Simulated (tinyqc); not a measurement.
# A square-lattice strip 2 sites wide in a magnetic flux, recursive Green functions: effect of the strength of the potential

The device has N = 3 slices of 2 site(s), nearest-neighbour hopping -t, and site energies U; the leads are semi-infinite continuations with site energy 0 and no flux. The hopping from slice i to i + 1 inside the device carries the phase exp(2 pi i f j) on row j = 1, 2, ...: V = <i+1|H|i> = -t diag(exp(2 pi i f j)).

Transverse modes n = 1..2: chi_n(j) = sqrt(2/3) sin(pi n j/3), energy e_n = -2 t cos(pi n/3). Sigma = t^2 sum_n chi_n chi_n^T g(E - e_n), g(x) = (x - i sqrt(4 t^2 - x^2))/(2 t^2) for |x| < 2 t and (x - sign(x) sqrt(x^2 - 4 t^2))/(2 t^2) otherwise; Gamma = i (Sigma - Sigma^dagger); both leads give the same. Forward pass: g_1 = (E - H_1 - Sigma)^(-1), g_i = (E - H_i - V g_(i-1) V^dagger)^(-1), with Sigma also subtracted on the last slice; G_(i,1) = g_i V G_(i-1,1), starting from g_1. H_i is the block of slice i: its site energies on the diagonal and -t between neighbouring rows. T(E) = Tr[Gamma G_(N,1) Gamma G_(N,1)^dagger]. All U are multiplied by the factor sc.

Values chosen for this exercise:

| symbol | value | unit | meaning |
|---|---|---|---|
| t | 2.8 | eV | hopping (matrix element -t) |
| U | [0.97, 1.62, -0.93, 0.94, 0.81, 0.89] | eV | site energies, slice by slice (2 a slice) |
| E | 3.76 | eV | energy |
| f | 0.13 | h/q | magnetic flux through each plaquette inside the device |

Effect of the strength of the potential:
```
sc       T(E)  reflection, modes - T(E)
0     0.97665                  0.023347
0.25  0.93979                  0.060214
0.5   0.89319                   0.10681
0.75  0.84419                   0.15581
1     0.79998                   0.20002
1.25  0.76722                   0.23278
1.5   0.75234                   0.24766
1.75  0.76244                   0.23756
2     0.80593                   0.19407
```

Read the table: what changes, and by how much?

T(E) goes from 0.977 through a minimum of 0.752 (at sc = 1.5 among the rows listed) to 0.806. At sc = 0 the flux alone reflects 0.0233 of the 1 open mode(s).

Computed by the program tinyqc: `OMP_NUM_THREADS=1 python tinyqc.py 2660101 2660102 out.jsonl`, one thread of a shared Intel Xeon 2.30GHz, about 0.02 s for the whole run.
